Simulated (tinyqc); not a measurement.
Raising U: Hubbard chain of 5 sites, mean field against exact. Computed by the program tinyqc. 

one-body matrix (hopping and site energies) (eV):
```
,1,2,3,4,5
1,0.0100,-1.8200,0.0000,0.0000,0.0000
2,-1.8200,-0.1200,-1.8200,0.0000,0.0000
3,0.0000,-1.8200,-0.1600,-1.8200,0.0000
4,0.0000,0.0000,-1.8200,0.0100,-1.8200
5,0.0000,0.0000,0.0000,-1.8200,-0.3100
```

electrons, up and down: 3  1

Collinear unrestricted mean field (the lowest of 40 random starts) against exact diagonalisation.

Exact and mean-field results (eV):
```
U,U/t,E exact,E mean field,mean |n_up - n_down|,"double occupancy, exact",first gap in the sector
0.910,0.500,-8.09645,-8.07517,0.400,0.105,1.318
1.820,1.000,-7.64325,-7.55802,0.400,0.094,1.277
3.640,2.000,-6.88912,-6.55812,0.400,0.072,1.148
5.460,3.000,-6.31437,-5.61730,0.400,0.055,1.004
7.280,4.000,-5.88069,-4.94470,0.647,0.041,0.873
10.920,6.000,-5.29729,-4.29516,0.743,0.025,0.672
14.560,8.000,-4.93791,-3.97903,0.770,0.016,0.537
21.840,12.000,-4.53256,-3.72330,0.794,0.008,0.378
36.400,20.000,-4.17942,-3.60088,0.798,3.00e-03,0.234
```

In absolute terms mean field is worst at U/t = 6.0, 1.002 eV too high: at small U it is nearly exact, and at large U it still misses the motion of the hole through a fluctuating spin background. Relative to the exact energy its error is 0.3 % at the smallest U, 19 % at most and 14 % at the largest. The double occupancy falls from 0.105 to 0.003.
